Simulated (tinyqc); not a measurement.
Three-band tight binding of a dichalcogenide monolayer: sweeps and comparisons. A value that a table varies takes the place of the one given here.

Basis dz2, dxy, dx2-y2 on a triangular lattice, nearest neighbours; alpha = kx a/2, beta = sqrt3 ky a/2. h0 = e1 + 2 t0 (cos 2alpha + 2 cos alpha cos beta); h1 = -2 sqrt3 t2 sin alpha sin beta + 2i t1 (sin 2alpha + sin alpha cos beta); h2 = 2 t2 (cos 2alpha - cos alpha cos beta) + 2i sqrt3 t1 cos alpha sin beta; h11 = e2 + 2 t11 cos 2alpha + (t11 + 3 t22) cos alpha cos beta; h22 = e2 + 2 t22 cos 2alpha + (3 t11 + t22) cos alpha cos beta; h12 = sqrt3 (t22 - t11) sin alpha sin beta + 4i t12 sin alpha (cos alpha - cos beta) + i lam sz. H = [[h0, h1, h2], [., h11, h12], [., ., h22]], Hermitian; the lowest band of each spin is filled. K = (4 pi/3a, 0), M = (pi/a, pi/(sqrt3 a)).

Constants: hbar^2/2m0 = 3.80998211 eV angstrom^2.

Parameters, chosen for this exercise (near a published set for monolayer WSe2; the results hold for these values, not for the real material): a = 3.328 angstrom (lattice constant); e1 = 0.933 eV (level of dz2); e2 = 2.176 eV (level of dxy and dx2-y2); t0 = -0.202 eV (hopping); t1 = 0.451 eV (hopping); t2 = 0.494 eV (hopping); t11 = 0.265 eV (hopping); t12 = 0.323 eV (hopping); t22 = 0.034 eV (hopping); lam = 0.224 eV (spin-orbit constant).

## Three bands against the two-band Dirac model at K

Masses from central differences along kx with step 0.002 1/angstrom, c = hbar^2/2m0; Berry curvature of the valence band from a counter-clockwise plaquette of side 0.001 1/angstrom, Omega = -arg(product of overlaps)/area. Two-band model: coupling A = (3 a/(2 sqrt2))(t1 + sqrt3 t2) between valence and conduction states, mass c G/A^2 for both, Omega_v = 2 A^2/G^2. sz = 0 drops the spin-orbit term.

At K:

| sz | G (eV) | m_c (m0) | m_v (m0) | two-band mass | Omega_v (angstrom^2) | two-band Omega |
|---|---|---|---|---|---|---|
| 1 | 1.2659 | 0.274 | 0.338 | 0.227 | 26.315 | 26.551 |
| 0 | 1.4899 | 0.331 | 0.439 | 0.267 | 18.990 | 19.168 |
| -1 | 1.7139 | 0.390 | 0.562 | 0.307 | 14.347 | 14.485 |

A = 4.6123 eV angstrom

What can be read from the table?

Without spin-orbit coupling the electron mass is 0.331 and the hole mass 0.439, against 0.267 for both in the two-band model: the third band and the curvature of the diagonal terms break the symmetry. The Berry curvature is -0.9 % from the two-band value. The smaller gap (sz = +1) has the larger curvature, by a factor 1.83.

## All hoppings scaled

The six hoppings are multiplied by f; e1, e2 and lam stay (real strain also moves e1 and e2, so this is no model of it). Closed forms: Ev(K) = e2 - (3/2)(t11 + t22) - 3 sqrt3 t12 + lam, Ec(K) = e1 - 3 t0, Ev(Gamma) = e1 + 6 t0.

Gaps (eV):

| f | direct gap at K | Ev(K) - Ev(Gamma) | Ec(K) - top of valence band |
|---|---|---|---|
| 0.85 | 0.8559 | 0.6894 | 0.8559 |
| 0.90 | 0.9926 | 0.6436 | 0.9926 |
| 0.94 | 1.1019 | 0.6070 | 1.1019 |
| 0.97 | 1.1839 | 0.5796 | 1.1839 |
| 1.00 | 1.2659 | 0.5521 | 1.2659 |
| 1.03 | 1.3478 | 0.5247 | 1.3478 |
| 1.06 | 1.4298 | 0.4973 | 1.4298 |
| 1.10 | 1.5391 | 0.4607 | 1.5391 |

What can be read from the table?

The direct gap changes by +27.3 meV for each per cent of f. The top of the valence band stays at K over the range.

## What each parameter does

Spin up: gap at K, Ev(K) - Ev(Gamma), and masses at K by central differences along kx with step 0.002 1/angstrom, c = hbar^2/2m0. Each row changes one parameter from the base and keeps the others.

Results:

| case | gap at K (eV) | K - Gamma (eV) | m_c (m0) | m_v (m0) |
|---|---|---|---|---|
| base | 1.2659 | 0.5521 | 0.274 | 0.338 |
| e1 = 0.903 eV | 1.2359 | 0.5821 | 0.266 | 0.327 |
| t2 = 0.524 eV | 1.2659 | 0.5521 | 0.256 | 0.302 |
| t1 = 0.481 eV | 1.2659 | 0.5521 | 0.257 | 0.316 |
| t0 = -0.232 eV | 1.3559 | 0.7321 | 0.306 | 0.376 |
| t12 = 0.293 eV | 1.1100 | 0.7080 | 0.236 | 0.270 |
| lam = 0.194 eV | 1.2959 | 0.5221 | 0.282 | 0.351 |

What can be read from the table?

The largest shifts from the base row, up to three for each result and ties (the steps differ in size, so this ranks the rows, not the parameters). gap at K (eV): t12 -0.1559, t0 +0.0900, e1 -0.0300, lam +0.0300; unchanged at the printed digits by t2 and t1. K - Gamma (eV): t0 +0.1800, t12 +0.1559, e1 +0.0300, lam -0.0300; unchanged at the printed digits by t2 and t1. m_c (m0): t12 -0.038, t0 +0.032, t2 -0.019. m_v (m0): t12 -0.068, t0 +0.037, t2 -0.037. t2 and t1 couple dz2 to the other orbitals and vanish at K and Gamma, so only the masses feel them.

(tinyqc, `OMP_NUM_THREADS=1 python tinyqc.py 1482071 1482072 out.jsonl`, Intel(R) Xeon(R) Processor @ 2.30GHz, 1 thread, shared host, about 0.01 s.)
